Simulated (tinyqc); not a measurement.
Inside a calculation. Method: coherent transport through a tight-binding region between two chains. One step of it, computed by the program tinyqc.

Task: Transmission at E = -0.19 eV. Surface Green function g = (E - i sqrt(4 t^2 - E^2)) / (2 t^2); self-energy tc^2 g on each contact site; G = (E - H - Sigma)^(-1); Gamma = -2 Im Sigma; T = Gamma_L Gamma_R |G_LR|^2; local density of states -Im G_ii / pi.

H of the central region (eV), lower triangle:
```
,1,2,3,4,5
1,-0.010000
2,-1.950000,-0.920000
3,0.000000,-1.950000,0.530000
4,0.000000,0.000000,-1.950000,-0.950000
5,-1.950000,0.000000,0.000000,-1.950000,-0.040000
```

Leads: semi-infinite chains with site energy 0:
```
parameter,value
lead hopping t (eV),1.280000
coupling to the left lead (eV),1.410000
coupling to the right lead (eV),0.550000
left contact site,1
right contact site,4
```

E = -0.190000 eV

Give: g; G; local density of states; transmission.

Result:

g = -0.0580-0.7791i 1/eV

G (1/eV), lower triangle:
```
,1,2,3,4,5
1,0.2185-0.1001i
2,0.0979-0.0467i,0.2391-0.0220i
3,-0.2552+0.1175i,0.3254+0.0549i,0.1333-0.1381i
4,-0.1921+0.0901i,-0.1189+0.0422i,0.2367-0.1059i,0.2063-0.0813i
5,0.3427-0.1302i,-0.2729-0.0574i,-0.2405+0.1517i,0.1841+0.1134i,0.1808-0.2191i
```

local density of states (1/eV): 0.0319  0.0070  0.0440  0.0259  0.0698

transmission = 0.0657
